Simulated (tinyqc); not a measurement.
Precursor delivery and alloy composition in metal-organic vapour-phase epitaxy. From solid share x back to source 2: carrier flow. Computed by tinyqc, a small Python program. Command: `OMP_NUM_THREADS=1 python tinyqc.py 3018096 3018097 out.jsonl movpe inv`. One thread of a shared host (Intel(R) Xeon(R) Processor @ 2.30GHz), about 0.02 s of CPU time with the checks.

Carrier gas leaves each bubbler saturated. Group-III species cross a boundary layer and react at the surface; element 2 can also desorb. The film is (1)_(1-x) (2)_x V with a zinc-blende cell.

Inputs (values chosen for the exercise, close to those used for InGaP from TEGa and TMIn):
```
quantity                                   value      unit
source 1: a in log10(p/torr) = a - b/T      8.08         -
source 1: b                                 2162         K
source 1: bath temperature                    15         C
source 1: carrier flow                        12      sccm
source 2: a                                10.52         -
source 2: b                                 3014         K
source 2: bath temperature                    24         C
bubbler pressure p_b                         400      torr
group-V hydride flow                         100      sccm
total flow                                    11       slm
reactor pressure p                           200      torr
diffusivity D0 at 273.15 K and 760 torr     0.38    cm^2/s
boundary layer delta                         1.2        cm
prefactor of the surface rate k_s        4.7e+13      cm/s
energy of k_s                               1.93        eV
prefactor of the loss of element 2       2.2e+15  layers/s
energy of the loss                          3.13        eV
lattice constant a                          5.65  angstrom
growth temperature T                         660         C
```

Constants: k_B = 1.380649e-23 J/K; k_B = 8.617333262e-05 eV/K.

Method:
- Temperatures in kelvin are T(C) + 273.15.
- Vapour pressure p_v = 10^(a - b/T); precursor flow = carrier flow x p_v/(p_b - p_v); 1 sccm = 44.615 micromol/min; V/III = hydride flow over the sum of both; gas share x_g = F2/(F1 + F2).
- Partial pressure p_i = p F_i/(44615 x total flow in slm); density n_i = p_i/(k_B T), 1 torr = 133.322 Pa; D = D0 (T/273.15)^1.75 (760/p), h = D/delta, the same for both; k_s = prefactor x exp(-energy/(k_B T)); arrival J_i = n_i/(1/h + 1/k_s); in layers per second g_i = J_i a^2/2 (two group-III sites per a^2 on (001)).
- Loss of element 2 is r x with r = prefactor x exp(-energy/(k_B T)). Then x = (g2 - r x)/(g1 + g2 - r x), or r x^2 - (g1 + g2 + r) x + g2 = 0, smaller root; growth rate G = g1/(1 - x) layers/s; one layer is a/2 thick, 1 angstrom/s = 0.36 um/h.
- Distribution coefficient = [x/(1 - x)]/[x_g/(1 - x_g)], x_g = g2/(g1 + g2).

Task: A run gave the result below. Find the source 2: carrier flow, known to lie between 140 and 300 sccm.

solid share x = 0.8996845

Result:

Each step takes the trial c = (a f_b - b f_a)/(f_b - f_a), f being the result less the target and a, b, c the logarithms of the listed values; c replaces end b, the old b replaces a if the sign of f changed, and otherwise f_a is halved.

Scan of the range:
```
source 2: carrier flow (sccm)  solid share x
140                                 0.879041
159                                 0.892029
180                                 0.903486
205                                 0.914312
233                                 0.923877
264                                 0.932251
300                                 0.939926
```

False position (Illinois rule, in the logarithm of the input) inside the bracket:
```
step    end a    end b    trial  solid share x
1     159.000  180.000  172.741       0.899811
2     159.000  172.741  172.283       0.899570
3     172.741  172.283  172.500       0.899685
4     172.283  172.500  172.500       0.899685
```

Solid share x rises at every point of a 13-point scan of the range (every second point is shown), so one value fits; it is bracketed by 159 and 180. Answer: source 2: carrier flow = 172.5 sccm.

Caution: the lattice constant is held fixed as x changes, delta does not respond to the flow, both precursors share one D and k_s, and gas-phase side reactions are left out.
